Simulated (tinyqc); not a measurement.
Heavy doping: gap narrowing, degeneracy and the minority density: one step. Two estimates of the size. Three cases, with inputs chosen for the exercise.

Question. Evaluate both at N.

F_j(eta) = (1/Gamma(j + 1)) integral_0^infinity x^j dx/(1 + exp(x - eta)), which tends to exp(eta) for eta << 0.

Two physical estimates, e2 = e^2/(4 pi eps0), N in 1/angstrom^3: exchange shift at the Fermi level, Ex = (e2/eps) kF/pi with kF = (3 pi^2 N/Mv)^(1/3); screened-pair energy (Lanyon-Tuft), Es = (3/4)(e2/eps) qs with qs^2 = (4 pi e2 N/(eps kT)) F_-1/2(eta)/F_1/2(eta).

Constants: e^2/(4 pi eps0) = 14.39964547 eV angstrom; kB = 8.617333262e-05 eV/K.

Case 1.

Values chosen (gap and densities of states near those of InP at this temperature; narrowing constants of the size fitted for Si, not for this material; the results hold for these values, not for the real material): N = 2.2e+16 1/cm^3 (ionised donors, equal to the majority density); eps = 12.2 (dielectric constant); Mv = 1 (majority valleys); T = 300 K.

eta = -3.224821
dEg (empirical fit) = 1.2123 meV

Case 2.

Values chosen (gap and densities of states near those of GaAs at this temperature; narrowing constants of the size fitted for Si, not for this material; the results hold for these values, not for the real material): N = 1.3e+16 1/cm^3 (ionised donors, equal to the majority density); eps = 12.8 (dielectric constant); Mv = 1 (majority valleys); T = 300 K.

eta = -3.502156
dEg (empirical fit) = 0.9906 meV

Case 3.

Values chosen (gap and densities of states near those of Si at this temperature; narrowing constants near the fits for Si; the results hold for these values, not for the real material): N = 1.5e+18 1/cm^3 (ionised acceptors, equal to the majority density); eps = 12 (dielectric constant); Mv = 1 (majority valleys); T = 300 K.

eta = -2.008877
dEg (empirical fit) = 30.0785 meV

Give: kF; Ex; Es.

Answer.

Case 1.

kF = 0.00867 1/angstrom
Ex = 3.26 meV
Es = 3.12 meV

Against the fitted dEg = 1.2 meV, Ex is 2.69 and Es 2.58 times as large; each keeps one mechanism only, and Ex assumes a strongly degenerate gas, while here eta is only -3.22.

Case 2.

kF = 0.00727 1/angstrom
Ex = 2.60 meV
Es = 2.24 meV

Against the fitted dEg = 1.0 meV, Ex is 2.63 and Es 2.26 times as large; each keeps one mechanism only, and Ex assumes a strongly degenerate gas, while here eta is only -3.50.

Case 3.

kF = 0.03541 1/angstrom
Ex = 13.53 meV
Es = 26.04 meV

Against the fitted dEg = 30.1 meV, Ex is 0.45 and Es 0.87 times as large; each keeps one mechanism only, and Ex assumes a strongly degenerate gas, while here eta is only -2.01.

Computed by tinyqc, one run a case: `OMP_NUM_THREADS=1 python tinyqc.py N N+1 out.jsonl` with N = 1652543, 1652641, 1652652; one thread of a shared Intel(R) Xeon(R) Processor @ 2.30GHz, about 0.01 s a run at most.
